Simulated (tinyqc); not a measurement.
Worked calculation: plane-wave Kohn-Sham cycle with exchange-only LDA in a layered model solid. One step of it, computed by the program tinyqc.

Question. Iteration 2: Hamiltonian at one k. H(m,m') = (k + G_m)^2/2 delta + V(G_m - G_m'), with V(-G) = V(G).

A solid whose potential varies along x alone (atomic units):
```
parameter                      value
period a                   12.700000
cross-section of the cell  30.000000
electrons per cell                 2
grid points                       16
plane waves -n..n, n               3
k points                           2
V1 in V1 cos(2 pi x/a)     -0.520000
```

V(G_m), m = 0, 1, 2, ... (hartree): -0.149941  -0.119296  0.010008  0.002248  0.001328  0.000239  -0.000094

k = 0.250000 2 pi / a

Give: H.

Answer.

H (hartree):
```
        -3      -2      -1      +0      +1      +2      +3
-3   0.776  -0.119   0.010   0.002   0.001   0.000   0.000
-2  -0.119   0.225  -0.119   0.010   0.002   0.001   0.000
-1   0.010  -0.119  -0.081  -0.119   0.010   0.002   0.001
+0   0.002   0.010  -0.119  -0.142  -0.119   0.010   0.002
+1   0.001   0.002   0.010  -0.119   0.041  -0.119   0.010
+2   0.000   0.001   0.002   0.010  -0.119   0.470  -0.119
+3   0.000   0.000   0.001   0.002   0.010  -0.119   1.143
```
